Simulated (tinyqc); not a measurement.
# Free and trapped electrons in a MOS channel with a dense trap tail: effect of the acceptor density

p-type body, charge-sheet picture, full ionisation (an idealisation for deep acceptors), Boltzmann statistics for free electrons. e = Ec - EF at the surface. Acceptor-like traps of density D(E) = D0 + De exp(-E/Ew) at depth E below Ec, from 0 to Eu, hold n_t = integral of D(E)/(1 + exp((e - E)/Vt)). psi = Eg - Vt ln(Nv/Na) - e; N_dep = sqrt(2 eps0 eps_r Na (psi - Vt)/q); n_f = sqrt(N_dep^2 + 2 eps0 eps_r Vt Nc exp(-e/Vt)/q) - N_dep; Vg = Vfb + psi + q (N_dep + n_t + n_f)/Cox, Cox = eps0 eox/tox.

Vfb is held fixed. VT is the Vg for n_f = 1e11 cm^-2; swing ln 10 n_f/(dn_f/dVg) at n_f = 1e8 cm^-2; the last three columns are for Vg = VT + 3.3 V, with free share n_f/(n_f + n_t) and field-effect mobility mf q (dn_f/dVg)/Cox; there EF is near the band edge, where Boltzmann statistics are rough.

Inputs (values chosen for the exercise); band and dielectric values close to those of 4H silicon carbide:

| symbol | value | unit | meaning |
|---|---|---|---|
| T | 250 | K | temperature |
| Eg | 3.31 | eV | band gap |
| eps_r | 9.72 |  | relative permittivity |
| Nc | 1.31e19 | cm^-3 | conduction-band density of states at T |
| Nv | 1.88e19 | cm^-3 | valence-band density of states at T |
| eox | 3.9 |  | relative permittivity of the insulator |
| tox | 41 | nm | insulator thickness |
| Vfb | -2.42 | V | flat-band voltage without trapped charge |
| D0 | 9.6e10 | cm^-2 eV^-1 | constant background density of acceptor-like traps |
| De | 5.4e12 | cm^-2 eV^-1 | density of the tail at the conduction edge |
| Ew | 0.14 | eV | decay energy of the tail |
| Eu | 0.97 | eV | depth below Ec down to which the traps reach |
| mf | 81 | cm^2/(V s) | mobility of free electrons |

Constants: q = 1.602176634e-19 C, kB = 1.380649e-23 J/K, Vt = kB T/q, eps0 = 8.8541878128e-14 F/cm where lengths are in cm. Results are converted to the units shown.

Effect of the acceptor density:
```
Na (cm^-3),e at VT (eV),VT (V),q n_t/Cox at VT (V),swing (mV/decade),n_f (cm^-2),free share (%),field-effect mobility (cm^2/(V s))
1e15,0.09031,2.059,0.9399,154.7,1.504e12,66.00,75.36
2e15,0.08421,2.257,0.9747,161.0,1.519e12,66.08,75.73
6e15,0.07382,2.712,1.037,172.7,1.544e12,66.18,76.41
1e16,0.06876,3.007,1.068,179.0,1.555e12,66.21,76.76
3e16,0.05755,3.922,1.139,195.4,1.580e12,66.24,77.50
8e16,0.04728,5.238,1.206,214.7,1.600e12,66.25,78.09
2e17,0.03755,7.166,1.270,238.8,1.617e12,66.25,78.49
5e17,0.02773,10.17,1.332,272.0,1.629e12,66.23,78.68
```

Read the table: what changes, and by how much?

As Na goes from 1e15 to 5e17, VT rises from 2.06 to 10.2 V, its part due to traps rises from 0.940 to 1.33 V, the swing rises from 155 to 272 mV/decade and the field-effect mobility rises from 75.4 to 78.7 cm^2/(V s). Most of the rise of VT is depletion charge; the trap part grows since the same n_f needs EF nearer the band edge at heavier doping. For Na = 2e17, 5e17 e is under 2 Vt already at VT, so VT too is rough.

tinyqc, about 0.02 s, one thread, Intel Xeon 2.30GHz (shared host): `OMP_NUM_THREADS=1 python tinyqc.py 2222052 2222053 out.jsonl`
